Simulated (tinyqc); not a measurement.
Inversion-layer mobility, back-scattering and ballistic limit of a field-effect transistor: one step, computed by the program tinyqc. Command: `OMP_NUM_THREADS=1 python tinyqc.py 3029471 3029472 out.jsonl mos walk`. One thread of a shared host (Intel(R) Xeon(R) Processor @ 2.30GHz), about 0.01 s of CPU time with the checks.

The charge at the top of the source barrier is fixed by the gate; series resistance and short-channel effects are left out. F_j are Fermi integrals normalised to exp(eta) in the classical limit.

Task: Back-scattering. F_j(eta) = (1/Gamma(j + 1)) int_0^infinity x^j/(1 + exp(x - eta)) dx, F_0 = ln(1 + exp(eta)). Integrals over x = E/(k_B T) use 160 Gauss-Legendre points in u = sqrt(x) from 0 to sqrt(max(eta, 0) + 32). Ballistic channel: N_2D = g_v m k_B T/(pi hbar^2), U = e V_D/(k_B T); eta_F solves N_inv = (N_2D/2)[F_0(eta_F) + F_0(eta_F - U)]; v_T = sqrt(2 k_B T/(pi m)); I/W = e (N_2D/2) v_T [F_1/2(eta_F) - F_1/2(eta_F - U)]; injection velocity v_T F_1/2(eta_F)/F_0(eta_F). Mean free path lambda = (2 k_B T/e)(mu/v_T) F_0(eta_0)/F_-1/2(eta_0), with eta_0 from N_inv = N_2D F_0(eta_0); critical length l = L (1 + U)^(-a), an empirical rule; back-scattering r = l/(l + lambda). Then eta solves N_inv = (N_2D/2)[(1 + r) F_0(eta) + (1 - r) F_0(eta - U)] and I/W = e (N_2D/2) v_T (1 - r)[F_1/2(eta) - F_1/2(eta - U)]. Ballistic ratio: I over the ballistic current. Apparent mobility 1/(1/mu + 1/mu_B), mu_B = mu L/lambda.

Inputs (values chosen for the exercise, modelled on a silicon n-channel): transport mass m = 0.19 m_0; valley degeneracy g_v = 2; drain voltage V_D = 0.05 V; channel length L = 490 nm; exponent a of the critical length = 0.84; temperature T = 400 K.

Statistics at the top of the barrier: Fermi-Dirac.

inversion density N_inv = 6.269895e+12 1/cm^2

effective mobility mu = 175.4525 cm^2/(V s)

Constants: m_0 = 9.1093837015e-31 kg; k_B = 1.380649e-23 J/K; hbar = 1.054571817e-34 J s; k_B = 8.617333262e-05 eV/K; e = 1.602176634e-19 C.

Give: eta_0; mean free path lambda; critical length l; back-scattering coefficient r; current I/W; ballistic ratio; apparent low-field mobility.

Result:

eta_0 = 0.7633

mean free path lambda = 10.55 nm

critical length l = 230.8 nm

back-scattering coefficient r = 0.9563

current I/W = 25.28 microampere/micrometre

ballistic ratio = 0.03140

apparent low-field mobility = 171.8 cm^2/(V s)

L/lambda = 46.46, but at this drain voltage only the first 231 nm can return a carrier to the source, so the device works at 3 % of its ballistic limit.
